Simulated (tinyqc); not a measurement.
Inside a calculation. Model: hole mobility in a silicon inversion layer, empirical terms and Matthiessen rule.

Program tinyqc, `OMP_NUM_THREADS=1 python tinyqc.py 2510051 2510052 out.jsonl`; Intel Xeon 2.30GHz, shared host, one thread, about 0.01 s. Printed values are rounded.

Inversion layer of sheet density Ns on a uniformly doped body. The mobility terms are empirical power laws with prefactors chosen for the exercise; adding their inverses (Matthiessen) is itself an approximation.

Inputs (values chosen for the exercise); material values close to those of silicon: temperature T = 300 K; band gap Eg = 1.1 eV; relative permittivity of the semiconductor eps_r = 11.8; conduction-band density of states at T Nc = 2.81e19 cm^-3; valence-band density of states at T Nv = 2.62e19 cm^-3; body doping Nb = 1.4e18 cm^-3; reverse body bias Vsb = 1 V; weight of the inversion charge in the effective field eta = 0.3333; gate capacitance Cox = 1.94 uF/cm^2; phonon-limited mobility at 1 MV/cm and 300 K Ap = 143 cm^2/(V s); roughness-limited mobility at 1 MV/cm As = 424 cm^2/(V s); exponent of the roughness term gs = 1; Coulomb prefactor Ac = 1000 cm^2/(V s); charge at the interface Nit = 9.7e11 cm^-2; inversion density Ns = 3.1e12 cm^-2; ratio W/L WL = 5; drain voltage Vd = 0.01 V; measured linear current I = 1.43 uA.

Constants: q = 1.602176634e-19 C, kB = 1.380649e-23 J/K, Vt = kB T/q, eps0 = 8.8541878128e-14 F/cm where lengths are in cm. Results are converted to the units shown.

## Depletion charge and effective field

ni = sqrt(Nc Nv) exp(-Eg/(2 Vt)), Eg in volts; Ndep = sqrt(2 eps0 eps_r Nb (2 Vt ln(Nb/ni) + Vsb)/q); E = q (Ndep + eta Ns)/(eps0 eps_r), in MV/cm.

ni = 1.56283e10 cm^-3
Ndep = 5.96201e12 cm^-2
E = 1.07271 MV/cm

The depletion charge gives 85.2 % of the field.

## Mobility terms and their sum

With t = T/(300 K): muC = Ac (Ns/1e12 cm^-2) t/(Nb/1e17 cm^-3 + Nit/1e11 cm^-2), muP = Ap E^(-1/3) t^(-1.75), muS = As E^(-gs); 1/mu is the sum of the inverses.

terms (cm^2/(V s)): Coulomb 130.802, phonon 139.693, roughness 395.261
mu = 57.6912 cm^2/(V s)
shares of 1/mu (%): Coulomb 44.1058, phonon 41.2985, roughness 14.5957

The Coulomb term limits most.

## Iteration 1: inversion density for the measured current

Ns at the start = 2.2e12 cm^-2

I = (W/L) q Ns mu Vd. E = q (Ndep + eta Ns)/(eps0 eps_r) in MV/cm. With t = T/(300 K): muC = Ac (Ns/1e12 cm^-2) t/(Nb/1e17 cm^-3 + Nit/1e11 cm^-2), muP = Ap E^(-1/3) t^(-1.75), muS = As E^(-gs); 1/mu is the sum of the inverses. Ns(new) = I/((W/L) q mu Vd).

E = 1.02671 MV/cm
mu = 49.3853 cm^2/(V s)
Ns after iteration 1 = 3.61458e12 cm^-2

## Iteration 2: inversion density for the measured current

As before.

E = 1.09901 MV/cm
mu = 61.1047 cm^2/(V s)
Ns after iteration 2 = 2.92133e12 cm^-2

## Course of the iteration: inversion density for the measured current

Stop when Ns changes by less than 1e5 cm^-2, or after 120 iterations.

Course of the iteration:
```
iteration  Ns (cm^-2)  |change| (cm^-2)
1          3.61458e12           1.41e12
2          2.92133e12           6.93e11
3          3.17017e12           2.49e11
4          3.06691e12           1.03e11
5          3.10753e12           4.06e10
6          3.09120e12           1.63e10
7          3.09770e12            6.51e9
8          3.09510e12            2.60e9
9          3.09614e12            1.04e9
...               ...               ...
12         3.09583e12            6.64e7
13         3.09585e12            2.65e7
14         3.09584e12            1.06e7
15         3.09585e12            4.23e6
16         3.09584e12            1.69e6
17         3.09584e12            6.76e5
18         3.09584e12            2.70e5
19         3.09584e12            1.08e5
20         3.09584e12            4.31e4
```

Converged in 20 iterations. At the end each change is about 0.40 times the one before, with alternating sign: linear convergence.

## Split C-V extraction

Vg, point 0 to 12 (V): [0, 0.1, 0.2, 0.3, 0.4, 0.5, 0.6, 0.7, 0.8, 0.9, 1, 1.1, 1.2]
Cgc, point 0 to 12 (uF/cm^2): [3.88772e-5, 0.00103072, 0.0269746, 0.528089, 1.76236, 1.93266, 1.93972, 1.93999, 1.94000, 1.94000, 1.94000, 1.94000, 1.94]
I, point 0 to 12 (uA): [1.85208e-11, 1.30239e-8, 9.02402e-6, 0.00445801, 0.196515, 0.787702, 1.54268, 2.34599, 3.15534, 3.95234, 4.72866, 5.48064, 6.20704]

Q(Vg) is the trapezoid sum of Cgc from the first point (where Q is taken as 0); mu_eff = I/((W/L) Q Vd); mu_FE = (dI/dVg)/((W/L) Cox Vd) with a backward difference. Listed from point 4 on.

Q, point 4 to 12 (uC/cm^2): [0.143730, 0.328481, 0.522100, 0.716085, 0.910085, 1.10408, 1.29808, 1.49208, 1.68608]
mu_eff, point 4 to 12 (cm^2/(V s)): [27.3451, 47.9603, 59.0951, 65.5225, 69.3416, 71.5950, 72.8559, 73.4629, 73.6266]
mu_FE, point 4 to 12 (cm^2/(V s)): [19.7997, 60.9471, 77.8323, 82.8155, 83.4381, 82.1659, 80.0321, 77.5240, 74.8862]

At the last point mu_FE is 1.7 % above mu_eff.
